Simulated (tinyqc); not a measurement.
Absorption edge of a degenerate semiconductor, band filling against gap narrowing: one step of the calculation.

n-type, parabolic bands, full ionisation. eta = (EF - Ec)/kB T solves N = Nc F12(eta), F12(x) = (2/sqrt(pi)) int_0^infinity sqrt(u)/(1 + exp(u - x)) du. The gap shrinks rigidly by dEg = a3 y^(1/3) + a4 y^(1/4) + a2 y^(1/2), y = N/1e18 cm^-3, an empirical law that is here taken as the true narrowing.

Question. The optical edge. Vertical transitions need an empty final state: the edge is taken where the state lies 4 kB T below EF, E_opt = Eg - dEg + (1 + me/mh) max(eta - 4, 0) kB T; wavelength h c/(q E_opt).

Values chosen for this exercise; band and dielectric values close to those of gallium arsenide: temperature T = 400 K; band gap Eg = 1.39 eV; electron mass me = 0.0667 m0; hole mass mh = 0.493 m0; ionised donor density N = 1.5e17 cm^-3; coefficient of (N/1e18)^(1/3) a3 = 12 meV; coefficient of (N/1e18)^(1/4) a4 = 8.6 meV; coefficient of (N/1e18)^(1/2) a2 = 2.8 meV.

Constants: q = 1.602176634e-19 C, kB = 1.380649e-23 J/K, h = 6.62607015e-34 J s, c = 299792458 m/s, Vt = kB T/q. Results are converted to the units shown.

converged eta = -1.4112747

Find: dEg; EF - Ec; filling shift; E_opt; wavelength.

Answer.

dEg = 12.812 meV
EF - Ec = -48.646 meV
filling shift = 0 meV
E_opt = 1.3772 eV
wavelength = 900.27 nm

The edge lies 12.8 meV below the undoped gap: narrowing outweighs filling.

Range of the model: Band tails, non-parabolic bands and incomplete ionisation are left out.

Computed by the program tinyqc: `OMP_NUM_THREADS=1 python tinyqc.py 2330124 2330125 out.jsonl`, one thread of a shared Intel Xeon 2.30GHz, about 0.01 s for the whole run.
